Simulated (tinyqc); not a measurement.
Sharing a fixed EOT between the layers.

Without charge in the stack, a voltage of 0.8 V over an EOT of 2.4 nm gives F1 = (V/EOT)(3.9/e1) and F2 = F1 e1/e2; t2 = e2 (EOT/3.9 - t1/e1).

Inputs (values chosen for the exercise):
```
symbol  value  unit                           meaning
e1       3.76        relative permittivity of layer 1
e2       9.08        relative permittivity of layer 2
```

Result of one run:
```
t1 (nm)	t2 (nm)	physical thickness (nm)	drop over layer 1 (V)	drop over layer 2 (V)
1.69	1.507	3.197	0.5843	0.2157
```

What becomes of these results when the thickness of layer 1, next to the semiconductor t1 is changed from 1.69 to 1.4 nm, all else the same?

Result of the changed run:
```
t1 (nm)	t2 (nm)	physical thickness (nm)	drop over layer 1 (V)	drop over layer 2 (V)
1.4	2.207	3.607	0.4840	0.3160
```

The whole series:
```
t1 (nm)	t2 (nm)	physical thickness (nm)	drop over layer 1 (V)	drop over layer 2 (V)
0	5.588	5.588	0	0.8000
0.28	4.912	5.192	0.09681	0.7032
0.56	4.235	4.795	0.1936	0.6064
0.84	3.559	4.399	0.2904	0.5096
1.12	2.883	4.003	0.3872	0.4128
1.4	2.207	3.607	0.4840	0.3160
1.69	1.507	3.197	0.5843	0.2157
1.97	0.8304	2.800	0.6811	0.1189
```

Each 0.1 nm of layer 1 costs 0.241 nm of layer 2, so the physical thickness falls from 5.59 to 2.80 nm. The fields do not change, 3.46 MV/cm in layer 1 and 1.43 MV/cm in layer 2, and layer 1 takes half of the voltage at t1 = 1.16 nm.

Computed by the program tinyqc: `OMP_NUM_THREADS=1 python tinyqc.py 2010037 2010038 out.jsonl`, one thread of a shared Intel Xeon 2.30GHz, about 0.01 s for the whole run.
